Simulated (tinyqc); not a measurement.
Electron mobility in a silicon inversion layer, empirical terms and Matthiessen rule: effect of the inversion density.

Inversion layer of sheet density Ns on a uniformly doped body. The mobility terms are empirical power laws with prefactors chosen for the exercise; adding their inverses (Matthiessen) is itself an approximation.

ni = sqrt(Nc Nv) exp(-Eg/(2 Vt)), Eg in volts; Ndep = sqrt(2 eps0 eps_r Nb (2 Vt ln(Nb/ni) + Vsb)/q); E = q (Ndep + eta Ns)/(eps0 eps_r), in MV/cm. With t = T/(300 K): muC = Ac (Ns/1e12 cm^-2) t/(Nb/1e17 cm^-3 + Nit/1e11 cm^-2), muP = Ap E^(-1/3) t^(-1.75), muS = As E^(-gs); 1/mu is the sum of the inverses.

Parameters, values chosen for the exercise; material values close to those of silicon:

| symbol | value | unit | meaning |
|---|---|---|---|
| T | 300 | K | temperature |
| Eg | 1.11 | eV | band gap |
| eps_r | 11.7 |  | relative permittivity of the semiconductor |
| Nc | 2.79e19 | cm^-3 | conduction-band density of states at T |
| Nv | 2.7e19 | cm^-3 | valence-band density of states at T |
| Nb | 9.8e16 | cm^-3 | body doping |
| Vsb | 0 | V | reverse body bias |
| eta | 0.5 |  | weight of the inversion charge in the effective field |
| Ap | 386 | cm^2/(V s) | phonon-limited mobility at 1 MV/cm and 300 K |
| As | 1020 | cm^2/(V s) | roughness-limited mobility at 1 MV/cm |
| gs | 2 |  | exponent of the roughness term |
| Ac | 3900 | cm^2/(V s) | Coulomb prefactor |
| Nit | 3.3e10 | cm^-2 | charge at the interface |

Constants: q = 1.602176634e-19 C, kB = 1.380649e-23 J/K, Vt = kB T/q, eps0 = 8.8541878128e-14 F/cm where lengths are in cm. Results are converted to the units shown.

Results:
```
Ns (cm^-2)	E (MV/cm)	muC (cm^2/(V s))	muP (cm^2/(V s))	muS (cm^2/(V s))	mu (cm^2/(V s))
2e11	0.1730	595.4	692.7	3.408e4	317.2
6.3e11	0.2062	1876	653.3	2.398e4	474.9
1.1e12	0.2426	3275	618.9	1.733e4	505.4
2e12	0.3122	5954	569.0	1.047e4	494.8
3.6e12	0.4359	1.072e4	509.1	5368	445.6
6.3e12	0.6447	1.876e4	446.8	2454	370.5
1.1e13	1.008	3.275e4	385.0	1004	275.9
2e13	1.704	5.954e4	323.2	351.2	167.8
```

Estimate the missing row, Ns = 3.6e11 cm^-2.

Computed row:
```
Ns (cm^-2)	E (MV/cm)	muC (cm^2/(V s))	muP (cm^2/(V s))	muS (cm^2/(V s))	mu (cm^2/(V s))
3.6e11	0.1854	1072	677.0	2.968e4	409.2
```

With this row back in the table: As Ns goes from 2e11 to 2e13 cm^-2, E rises from 0.173 to 1.70 MV/cm and mu goes from 317 through a maximum of 505 (at Ns = 1.1e12 cm^-2 among the rows listed) to 168 cm^2/(V s). The smallest term is the Coulomb one in the first row and the phonon one in the last. Screening lifts the Coulomb term as Ns grows while the field presses the carriers to the interface, hence the maximum. At Ns = 2e13 cm^-2 E passes 1.5 MV/cm, beyond the usual range of such laws.

Computed by the program tinyqc: `OMP_NUM_THREADS=1 python tinyqc.py 2510160 2510161 out.jsonl`, one thread of a shared Intel Xeon 2.30GHz, about 0.01 s for the whole run.
